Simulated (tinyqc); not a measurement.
Dielectric confinement in a thin film (image charges): one step. Self-energy across the film. Four cases, with inputs chosen for the exercise.

Question. S at 2z/t = 0, 0.2, 0.4, 0.6, 0.8 and 0.9, summed to n = 399.

A film |z| < t/2 of dielectric constant eps between half-spaces of dielectric constant e2; lam = (eps - e2)/(eps + e2), q = e^2/(4 pi eps0). The self-energy of a band edge is taken with the high-frequency value, e2 = eh, and the field of a fixed ion with the static one, e2 = eo. A charge at z has images lam^|n| at n t + (-1)^n z. Its self-energy is S(z) = (q/2 eps) sum over n >= 1 of lam^n [1/(n t - 2z) + 1/(n t + 2z)] for odd n and 2 lam^n/(n t) for even n; at the centre S(0) = -(q/(eps t)) ln(1 - lam).

Constants: e^2/(4 pi eps0) = 14.39964547 eV angstrom.

Give: Self-energy.

Case 1.

Values chosen (out of a larger set: near those of an InGaAs film between layers of SiO2; not measured data): t = 16 angstrom (film thickness); eps = 13 (dielectric constant of the film); eh = 2.2 (high-frequency dielectric constant outside).

Answer.

Self-energy:
```
2z/t  z (angstrom)  S (meV)
0.0            0.0    85.82
0.2            1.6    87.91
0.4            3.2    95.36
0.6            4.8   113.88
0.8            6.4   173.99
0.9            7.2   296.45
```

Case 2.

Values chosen (out of a larger set: near those of a Si (100) film, two-fold valleys, between layers of a low-k oxide; not measured data): t = 72 angstrom (film thickness); eps = 11.8 (dielectric constant of the film); eh = 2 (high-frequency dielectric constant outside).

Answer.

Self-energy:
```
2z/t  z (angstrom)  S (meV)
0.0            0.0    20.99
0.2            7.2    21.50
0.4           14.4    23.32
0.6           21.6    27.85
0.8           28.8    42.56
0.9           32.4    72.53
```

Case 3.

Values chosen (out of a larger set: near those of a Ge film between layers of Si3N4; not measured data): t = 64 angstrom (film thickness); eps = 16.5 (dielectric constant of the film); eh = 4 (high-frequency dielectric constant outside).

Answer.

Self-energy:
```
2z/t  z (angstrom)  S (meV)
0.0            0.0    12.83
0.2            6.4    13.18
0.4           12.8    14.44
0.6           19.2    17.56
0.8           25.6    27.70
0.9           28.8    48.39
```

Case 4.

Values chosen (out of a larger set: near those of an InGaAs film in vacuum; not measured data): t = 62 angstrom (film thickness); eps = 13.3 (dielectric constant of the film); eh = 1 (high-frequency dielectric constant outside).

Answer.

Self-energy:
```
2z/t  z (angstrom)  S (meV)
0.0            0.0    34.35
0.2            6.2    35.00
0.4           12.4    37.29
0.6           18.6    42.99
0.8           24.8    61.40
0.9           27.9    98.83
```

Towards the wall S diverges as (q lam/4 eps)/(distance), an artefact of the abrupt interface that the vanishing envelope makes harmless.

Computed by tinyqc, one run a case: `OMP_NUM_THREADS=1 python tinyqc.py N N+1 out.jsonl` with N = 1281514, 1281555, 1281607, 1281643; one thread of a shared Intel(R) Xeon(R) Processor @ 2.30GHz, about 0.08 s a run at most.
